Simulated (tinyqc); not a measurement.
Straight dislocations in isotropic elasticity: fields, energies, partials, Peierls stress and walls. Changing the tilt angle theta. Computed by tinyqc, a small Python program. Command: `OMP_NUM_THREADS=1 python tinyqc.py 3007006 3007007 out.jsonl disloc sweep`. One thread of a shared host (Intel(R) Xeon(R) Processor @ 2.30GHz), about 0.01 s of CPU time with the checks.

The line runs along z, the glide plane is y = 0, and beta is the angle between b and the line (0 screw, 90 degrees edge): b_e = b sin(beta) along +x with the extra half plane at y > 0, b_s = b cos(beta). Stress is positive in tension.

Inputs (values chosen for the exercise, for a model fcc or diamond crystal):
```
quantity          value      unit
shear modulus G    38.3       GPa
Poisson ratio nu  0.212         -
Burgers vector b  4.337  angstrom
core radius r0/b      2         -
```

Method. A symmetric tilt wall of edge dislocations has the spacing h = b/(2 sin(theta/2)); Read-Shockley: gamma_b = E0 theta (A - ln theta), E0 = G b/(4 pi (1 - nu)), A = 1 + ln(b/(2 pi r0)), theta in radians.

One run for each value:
```
tilt angle theta (degrees)  boundary energy (mJ/m^2)  spacing h (nm)
0.20                                           24.16          124.25
0.34                                           35.80           73.09
0.59                                           52.60           42.12
1.00                                           73.70           24.85
1.70                                           98.87           14.62
3.00                                          124.60            8.28
5.10                                          132.58            4.87
8.70                                           90.14            2.86
```

Describe and explain the trends.

Over the rows, boundary energy (mJ/m^2) goes from 24.2 through a maximum among these rows, 133 at 5.10, to 90.1; spacing h (nm) falls from 124 to 2.86 (exponent d ln y / d ln x about -1.00 throughout). The energy per dislocation, gamma_b h, falls as the wall gets denser, because neighbours screen each other beyond h. Left out: 15.0 (the angle is beyond the Read-Shockley range).

Caution (rows 3.00, 5.10, 8.70): towards the maximum of the Read-Shockley curve the spacing is no longer large against the core size, so the formula is only rough.

Extremes, crossings and ranges named in words are read from the listed rows.
